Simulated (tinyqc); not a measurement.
## Channel resistance from two points of the on-state curve

Inverse problem. In the p-i-n model Von = V1 + 2 Vt ln(J/(1 A/cm^2)) + J Rch, with V1 independent of J. Find Rch and V1.

Parameters, values chosen for the exercise: temperature T = 350 K.

Constants: q = 1.602176634e-19 C, kB = 1.380649e-23 J/K, Vt = kB T/q. Results are converted to the units shown.

Von at J = 150 and 450 A/cm^2 (V): [1.1831477, 1.7594174]

Solution. Remove the logarithmic junction term; the rest is linear in J.

Rch = 1.70 mohm cm^2
V1 = 0.626 V

tinyqc, about 0.01 s, one thread, Intel Xeon 2.30GHz (shared host): `OMP_NUM_THREADS=1 python tinyqc.py 2590020 2590021 out.jsonl`
